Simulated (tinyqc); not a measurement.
Quantum well in an electric field by finite differences, step by step. Values are carried at full precision from step to step, so a last printed digit may differ when a step is redone from the rounded ones.

Finite differences on points z_i at the centres of cells of width h: H_ii = (c/h^2)(1/m_(i-1/2) + 1/m_(i+1/2)) + V_i, H_(i,i+1) = -(c/h^2)/m_(i+1/2), where m_(i+1/2) is the mean of the masses at the two points (the end values are repeated outwards), psi = 0 on the points beyond both ends, c = hbar^2/2m0. The field adds e F (z - z0) with z0 the middle of the structure; 1 kV/cm = 1e-5 eV/angstrom.

Constants: hbar^2/2m0 = 3.80998211 eV angstrom^2.

Parameters, chosen for this exercise (near those of a non-polar GaN well in AlGaN; the results hold for these values, not for the real material):
- layers = ((30, 0.3, 0.224), (40, 0, 0.203), (30, 0.3, 0.224)) (each layer: thickness in angstrom, band edge in eV, mass in m0)
- F = 140 kV/cm (field along z)
- h = 10 angstrom (cell width of the coarse grid)
- hf = 0.625 angstrom (cell width of the fine grid)

## The coarse grid

List the points, the potential with the field, and the masses.

Grid:
```
i   z (angstrom)   V (eV)  m (m0)
1            5.0   0.2370  0.2240
2           15.0   0.2510  0.2240
3           25.0   0.2650  0.2240
4           35.0  -0.0210  0.2030
5           45.0  -0.0070  0.2030
6           55.0   0.0070  0.2030
7           65.0   0.0210  0.2030
8           75.0   0.3350  0.2240
9           85.0   0.3490  0.2240
10          95.0   0.3630  0.2240
```

## The tridiagonal Hamiltonian

Form the diagonal and the neighbouring elements; V in the grid already includes the field.

diagonal H_ii (eV): 0.5772  0.5912  0.6135  0.3451  0.3684  0.3824  0.3871  0.6835  0.6892  0.7032

H_(i,i+1) (eV): -0.1701  -0.1701  -0.1785  -0.1877  -0.1877  -0.1877  -0.1785  -0.1701  -0.1701

## Lowest levels on the coarse grid

Diagonalise the symmetric tridiagonal matrix; give the three lowest levels and the weights u_i^2 (sum 1) of the two lowest.

levels (eV): 0.0490  0.1888  0.3406

weights on the points:
```
             1      2      3      4      5      6      7      8      9     10
level 1  0.000  0.003  0.028  0.221  0.341  0.274  0.120  0.011  0.001  0.000
level 2  0.004  0.023  0.087  0.309  0.033  0.145  0.331  0.057  0.008  0.001
```

## Halving the cell width

The same with h, h/2, ..., h/32. The end points move with h, since psi vanishes half a cell beyond the structure. Richardson value (4 E(h/32) - E(h/16))/3.

Convergence:
```
cell (angstrom)  points  E1 (eV)  E2 (eV)  E1 - finest (meV)
10.0000              10  0.04897  0.18880             -6.434
5.0000               20  0.05362  0.20590             -1.785
2.5000               40  0.05494  0.21034             -0.460
1.2500               80  0.05529  0.21153             -0.113
0.6250              160  0.05538  0.21187             -0.024
0.3125              320  0.05540  0.21198              0.000
```

Richardson values of E1, E2 (eV): 0.05541  0.21202

The coarse grid is 6.4 meV too low in E1. The last differences between rows shrink by a factor 3.8 (4 for a pure h^2 error, 2 for one linear in h).

## Positions and dipoles on the fine grid

With h sum psi^2 = 1: <z - z0> of three levels, |z_12| and |z_13|, the mass m1 from 1/m1 = <1|1/m|1>, and f_1j = (m1/c)(E_j - E_1) z_1j^2.

levels (eV): 0.0554  0.2119  0.3763

<z - z0> (angstrom): -2.1  -1.3  -11.3

|z_12|, |z_13| (angstrom): 10.87  0.14

m1 = 0.2042 m0

f_12, f_13: 0.990  0.000

Parity is broken, so the 1-3 transition is allowed, with 0.00035 times the strength of 1-2. E2 - E1 = 156.5 meV, a wavelength of 7.9 micrometre (hc = 1239.841984 eV nm). Level 3 lies above the lowest point of the outer barriers, so it is a resonance or a state of the finite grid, and values that rest on it depend on the ends of the grid.

## Checks

- E1 at zero field on the grid h/32 against transfer matrices between the same hard ends, eV: both 0.0569.

tinyqc: `OMP_NUM_THREADS=1 python tinyqc.py 1282377 1282378 out.jsonl`; about 0.02 s, one thread, shared Intel(R) Xeon(R) Processor @ 2.30GHz.
